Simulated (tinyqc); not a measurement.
Special k points of the fcc lattice: sweeps and comparisons. A value that a table varies takes the place of the one given here.

Lattice vectors in units of a: a1 = (0, 1/2, 1/2), a2 = (1/2, 0, 1/2), a3 = (1/2, 1/2, 0); reciprocal vectors b_i with a_i . b_j = 2 pi delta_ij. Mesh: k = sum_i f_i b_i with f_i = (2 j_i + shift)/(2 N), j_i = 0 .. N-1. The point group of the lattice has 48 operations; only those that map the mesh onto itself are used.

A_m(k) = sum over the m-th star of lattice vectors R of cos(k . R), stars in order of length: m = 1: |R|^2 = 0.5, 12 vectors, such as (1, 0, 0) in the basis a_i; m = 2: |R|^2 = 1, 6 vectors, such as (1, 1, -1) in the basis a_i; m = 3: |R|^2 = 1.5, 24 vectors, such as (2, 0, -1) in the basis a_i; m = 4: |R|^2 = 2, 12 vectors, such as (2, 0, 0) in the basis a_i; m = 5: |R|^2 = 2.5, 24 vectors, such as (2, 1, -1) in the basis a_i; m = 6: |R|^2 = 3, 8 vectors, such as (3, -1, -1) in the basis a_i. The zone mean of every A_m is zero.

Test function, the lower band of a two-band insulator: E(k) = -sqrt(D^2 + (e0 - t A_1(k))^2).

Values chosen for the exercise (the lattice of Si, GaAs, Cu and Al; shifted at random, so the results belong to these values and not to a real crystal): D = 0.98 eV (half gap term); t = 0.26 eV (coupling); e0 = 1.13 eV (offset); N = 3 (points along each reciprocal vector); shift = 0 (half steps).

## Mesh size and shift

Errors of the mean of E against the unshifted mesh with N = 24. The fifth column is |R|^2 of the shortest star with a non-zero mean.

Meshes:
```
mesh       points  irreducible  operations  |R|^2 missed  error (meV)
1 Gamma         1            1          48          0.50     -527.427
1 shifted       1            1          12          1.00      195.033
2 Gamma         8            3          48          2.00     -227.251
2 shifted       8            2          12          4.00      -16.070
3 Gamma        27            4          48          4.50       13.805
3 shifted      27            6          12          9.00        2.307
4 Gamma        64            8          48          8.00        1.668
4 shifted      64           10          12         16.00       -0.297
5 Gamma       125           10          48         12.50       -1.625
5 shifted     125           19          12           >16        0.033
6 Gamma       216           16          48           >16        0.465
6 shifted     216           28          12           >16       -0.004
```

reference mean = -1.69079 eV

How do the results move?

The shifted mesh has the smaller error for 6 of 6 values of N and the larger for 0. The cheapest mesh within 1 meV is 4 shifted, with 10 irreducible points. A mesh misses the lattice vectors N (n1 a1 + n2 a2 + ...); the half shift gives each the sign (-1)^(n1 + n2 + ...), so the 12 shortest ones add up to 0 in place of 12: they cancel. The shift lowers the symmetry; it leaves more irreducible points for N = 3, 4, 5 and 6; it leaves fewer irreducible points for N = 2.

## Gap and mesh density

D takes the values listed; errors against the unshifted mesh with N = 30, for unshifted meshes.

Errors (meV):
```
D (eV)  reference (eV)     N = 2  N = 4  N = 6   N = 8
0.2            -1.3376  -303.418  9.855  4.118  -2.407
0.4            -1.3964  -284.158  6.171  2.854  -0.871
0.8            -1.5839  -243.698  2.429  0.843  -0.112
1.5            -2.0522  -187.497  0.696  0.089  -0.005
2.5            -2.8765  -136.119  0.234  0.006   0.000
4.0            -4.2495   -93.699  0.078  0.000   0.000
```

How do the results move?

The first listed N from which the error stays below 0.5 meV is none for D = 0.2, none for D = 0.4, 8 for D = 0.8, 6 for D = 1.5, 4 for D = 2.5, 4 for D = 4 eV. A larger D makes the function smoother, so its Fourier coefficients fall faster with |R|.

## One point for the whole zone

The mean-value (Baldereschi) point is taken at k = (2 pi/a) (0.6223, 0.2953, 0), that is f = (0.1477, 0.3111, 0.4588); the reference is the mesh with N = 24.

Single points:
```
point                     A_1     A_2     A_3     A_4   E (eV)
Gamma                  12.000   6.000  24.000  12.000  -2.2182
mean-value point        0.000   0.000  -4.405  -3.192  -1.4957
zone-face centre b1/2   0.000  -6.000   0.000  12.000  -1.4958
```

reference mean = -1.6908 eV

What can be read from the table?

The mean-value point makes A_1 and A_2 vanish. Its error is +195 meV, against -527 meV at Gamma and +195 meV at b1/2. E is not linear in A_1; its powers hold sums of nearest vectors and a non-zero mean, so this point is not exact. A_1 has the same value at b1/2, and E depends on A_1 alone, so this test cannot tell the two points apart.

## What moves the zone average

Mean of E over the mesh, and its error against the unshifted mesh with N = 24. Each row changes one parameter from the base and keeps the others.

Results:
```
case          mean (eV)  error (meV)  irreducible points
base            -1.6770        13.80                   4
N = 4           -1.6891         1.67                   8
shift = 1       -1.6885         2.31                   6
D = 0.686 eV    -1.5019        20.82                   4
t = 0.338 eV    -1.7868        36.72                   4
```

What can be read from the table?

The largest shifts from the base row, up to three for each result and ties (the steps differ in size, so this ranks the rows, not the parameters). mean (eV): D +0.1751, t -0.1098, N -0.0121. error (meV): t +22.92, N -12.14, shift -11.50. irreducible points: N +4, shift +2; unchanged at the printed digits by D and t.

Computed by tinyqc, a small Python program: `OMP_NUM_THREADS=1 python tinyqc.py 1652080 1652081 out.jsonl` (the numbers bound the seed that draws the inputs); one thread of a shared host (Intel(R) Xeon(R) Processor @ 2.30GHz), about 0.2 s for the whole set of steps.
